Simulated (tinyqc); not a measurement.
Changing the dielectric constant eps: donor or exciton in a quantum well (variational effective-mass method). Computed by tinyqc, a small Python program. Command: `OMP_NUM_THREADS=1 python tinyqc.py 3004724 3004725 out.jsonl welldonor sweep`. One thread of a shared host (Intel(R) Xeon(R) Processor @ 2.30GHz), about 0.04 s of CPU time with the checks.

Electron and hole in their lowest subbands f(z) = cos(pi z/L); relative in-plane motion exp(-rho/lambda) (separable trial function), H = -nabla_rho^2 - 2/sqrt(rho^2 + (z_e - z_h)^2) in effective units. Mass and screening are the same in well and barrier; l = L/a* is the width in effective units. Bands are flat: no polarisation or applied field.

Inputs (values chosen for the exercise, modelled on CdS): electron mass m = 0.193 m_0; well width L = 1.8 nm; in-plane hole mass m_h = 0.496 m_0.

Centre: exciton. Barriers: infinite.

Constants: Ry = 13.605693123 eV; a_0 = 0.529177210903 angstrom.

Method:
- mu = m m_h/(m + m_h) takes the place of m; Ry* = Ry m/eps^2, a* = a_0 eps/m; l = L/a*.
- k = pi/l; f = cos(k z) inside and zero outside.
- Binding E_b(lambda) = -1/lambda^2 + (8/lambda^2) int_0^l P(z) g(z) dz, with P(z) = (2/l) [(1 - z/l)(1 + cos(2 pi z/l)/2) + (3/(4 pi)) sin(2 pi z/l)] the distribution of |z_e - z_h| and g(z) = int_z^infinity exp(-2 sqrt(r^2 - z^2)/lambda) dr = int_0^infinity exp(-2 rho/lambda) rho/sqrt(rho^2 + z^2) d rho; 40 Gauss-Legendre points in z and 40 in t with rho = lambda t/(1 - t).
- Golden-section search for the maximum over lambda from 0.3 to 4, 40 steps.

One run for each value:
```
dielectric constant eps  binding energy (meV)  binding in Ry*  radius lambda a* (nm)
4.4                                     196.3           2.011                  1.502
5.4                                     140.5           2.168                  1.738
6.6                                     100.7           2.321                  2.013
8.0                                      72.9           2.467                  2.324
9.8                                      51.5           2.616                  2.714
12.0                                     36.2           2.760                  3.180
15.0                                     24.5           2.911                  3.803
18.0                                     17.7           3.026                  4.415
```

Over the rows, binding energy (meV) falls from 196 to 17.7 (exponent d ln y / d ln x -1.6 between the first rows and -1.8 between the last); binding in Ry* rises from 2.01 to 3.03 (exponent d ln y / d ln x 0.37 between the first rows and 0.21 between the last); radius lambda a* (nm) rises from 1.50 to 4.41 (exponent d ln y / d ln x 0.71 between the first rows and 0.82 between the last).

Caution (all rows): so narrow a well has large confinement energy, where non-parabolicity and barrier penetration matter.

Extremes, crossings and ranges named in words are read from the listed rows.
